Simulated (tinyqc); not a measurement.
Inside a calculation. Method: CID on RHF in the 3-21g basis, for H-, spin multiplicity 1. The basis has no diffuse functions, so it cannot describe the extra electron: this is an exercise in the method, not the real anion. One step of it, computed by the program tinyqc.

Task: CID: roots. Diagonalise (each vector has its largest component positive (the first on a tie)); all determinants have Ms = 0, so triplets appear too. The lowest singlet root is the correlation energy.

Occupation strings over the orbitals (2 doubly, a alpha, b beta, 0 empty; spin orbitals ordered 1a 1b 2a 2b ...): 20 02

H - E(HF) between determinants (hartree):
```
          20        02
20  0.000000  0.137755
02  0.137755  2.359794
```

Give: lowest roots of this matrix, relative to E(HF); lowest vectors; <S^2> of these roots; weight of the ground state by excitation level 0, 1, 2, ....

Result:

lowest roots of this matrix, relative to E(HF) (hartree): -0.0080  2.3678

lowest vectors:
```
     root 1  root 2
20   0.9983  0.0581
02  -0.0581  0.9983
```

<S^2> of these roots: 0.0000  0.0000

weight of the ground state by excitation level 0, 1, 2, ...: 0.9966  0.0000  0.0034
